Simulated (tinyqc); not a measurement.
Convergence with the mesh in the empty well.

In an empty well of width L and depth Vb, level k solves kw L/2 = (k - 1) pi/2 + arctan(sqrt((mw/mb)(Vb - E)/E)) with kw = sqrt(mw E/C), C = hbar^2/(2 m0). Mesh: N intervals across the well, hz = L/N, nodes at (i + 1/2) hz from an edge, mass (mw + mb)/2 on the interval that holds an interface, walls 3 L outside the edges; H_ii = C (1/m_(i-1/2) + 1/m_(i+1/2))/hz^2 + V_i, H_(i,i+1) = -C/(m_(i+1/2) hz^2). No field, no charge.

Parameters, values chosen for the exercise; material values close to those of GaAs in AlGaAs:
```
symbol   value  unit                       meaning
mw       0.069    m0      mass along z in the well
mb      0.0921    m0  mass along z in the barriers
Vb       0.249    eV                barrier height
L         7.52    nm                    well width
```

Constants: q = 1.602176634e-19 C, hbar = 1.054571817e-34 J s, m0 = 9.1093837015e-31 kg, hbar^2/(2 m0) = 0.0380998212 eV nm^2. Results are converted to the units shown.

The same in every row: exact E1 (meV) = 45.014.

Convergence with the mesh in the empty well:

| N | E1 on the mesh (meV) | error (%) |
|---|---|---|
| 4 | 39.332 | -12.6 |
| 8 | 43.399 | -3.59 |
| 16 | 44.596 | -0.929 |
| 32 | 44.908 | -0.234 |
| 64 | 44.988 | -0.0588 |
| 128 | 45.007 | -0.0147 |

The error goes from -13 % to -0.015 %; between N = 32 and 64 it shrinks by a factor of 4.0, the 4 of a second-order scheme.

Numbers from tinyqc (`OMP_NUM_THREADS=1 python tinyqc.py 2140067 2140068 out.jsonl`; about 0.1 s on one thread of a shared Intel Xeon 2.30GHz).
